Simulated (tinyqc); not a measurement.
UHF in the sto-3g basis, for BeH, spin multiplicity 2, step by step. This run ends on a higher stationary point, not on the lowest solution. One step of it, computed by the program tinyqc.

Question. Iteration 3: DIIS coefficients. Solve [B -1; -1 0][c; lambda] = [0; -1] for the coefficients, which sum to one.

B (overlaps of the stored error matrices):
```
               1              2
1  7.5612101e-03  2.5533899e-03
2  2.5533899e-03  1.3928737e-03
```

Give: DIIS coefficients.

Answer.

DIIS coefficients: -0.3016  1.3016
